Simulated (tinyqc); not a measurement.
Ferroelectric with a first-order transition, Landau-Devonshire energy: one step of the calculation.

One domain with free energy u = al P^2 + be P^4 + ga P^6 - E P, al = a0 (T - T0), be < 0 < ga (P in uC/cm^2, E in kV/cm, u in mJ/cm^3). Equilibrium: E = 2 al P + 4 be P^3 + 6 ga P^5; a state is stable against small changes where dE/dP > 0. The coercive field is that of uniform switching, which real films, switching by domains, do not reach.

Problem. Polarisation on the upper branch by Newton steps. f = 2 al P + 4 be P^3 + 6 ga P^5 - Ea, f' = 2 al + 12 be P^2 + 30 ga P^4, P(new) = P - f/f'.

Parameters, values chosen for the exercise: quartic coefficient be = -0.00061 kV cm^5/uC^3; sixth-order coefficient ga = 2.5e-7 kV cm^9/uC^5; applied field Ea = -17 kV/cm.

P at the start = 57.4 uC/cm^2
al = -0.065 kV cm/uC

Give: f; f'; P after iteration 1.

Solution.

f = 482.7 kV/cm
f' = 57.17 kV cm/uC
P after iteration 1 = 48.96 uC/cm^2

Computed by the program tinyqc: `OMP_NUM_THREADS=1 python tinyqc.py 2860105 2860106 out.jsonl`, one thread of a shared Intel Xeon 2.30GHz, about 0.01 s for the whole run.
